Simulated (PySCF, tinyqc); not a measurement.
CIS on RHF in the sto-6g basis, for H3+, spin multiplicity 1, step by step. The lowest restricted solution is unstable here: a spin-polarised one lies 0.0121 hartree lower (PySCF). One step of it, computed by the program tinyqc.

Task: CIS matrix, singlets. A(ia,jb) = (e_a - e_i) d_ij d_ab + 2 (ia|jb) - (ij|ab).

orbital energies (hartree): MO1 -0.832525, MO2 -0.338503, MO3 0.069865

Two-electron integrals over orbitals (pq|rs), unique and non-zero (hartree):
```
(11|11) 0.518886    (21|11) -0.000055   (21|21) 0.148391    (22|11) 0.437175
(22|21) 0.000099    (22|22) 0.503170    (31|11) 0.089436    (31|21) 0.000018
(31|22) -0.055654   (31|31) 0.145810    (32|11) 0.000026    (32|21) -0.147056
(32|22) -0.000095   (32|31) -0.000059   (32|32) 0.161874    (33|11) 0.526125
(33|21) -0.000095   (33|22) 0.463324    (33|31) 0.079191    (33|32) 0.000075
(33|33) 0.557292
```

Give: CIS matrix A, singlet.

Result:

CIS matrix A, singlet (hartree):
```
        1>2     1>3
1>2  0.3536  0.0000
1>3  0.0000  0.6679
```
